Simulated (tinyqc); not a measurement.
Decay of LO phonons and the hot-phonon bottleneck in the cooling of electrons: one step, computed by the program tinyqc.

n(E, T) = 1/(exp(E/(k_B T)) - 1) is the Bose occupation. Electrons have a temperature T_e; the LO modes within their reach share one occupation N; the decay products stay at the lattice temperature.

Task: Lifetime and Raman width. Decay rate 1/tau = (1/tau_0) [1 + n(f hbar omega) + n((1 - f) hbar omega)]. Full width Gamma = 1/(2 pi c tau) in 1/cm, c in cm/s.

Inputs (values chosen for the exercise, modelled on gallium nitride): LO energy hbar omega = 90.9 meV; lifetime at T = 0, tau_0 = 3 ps; share f of the energy in the softer product = 0.26; lattice temperature T = 300 K.

Decay channel: two unequal phonons (Ridley).

Constants: k_B = 8.617333262e-05 eV/K; c = 299792458 m/s.

Give: thermal factor tau_0/tau; phonon lifetime tau; Raman width Gamma; equilibrium LO occupation N_0.

Result:

thermal factor tau_0/tau = 1.7491

phonon lifetime tau = 1.7152 ps

Raman width Gamma = 3.0951 1/cm

equilibrium LO occupation N_0 = 0.030623

Stimulated decay shortens the lifetime by 43 %.
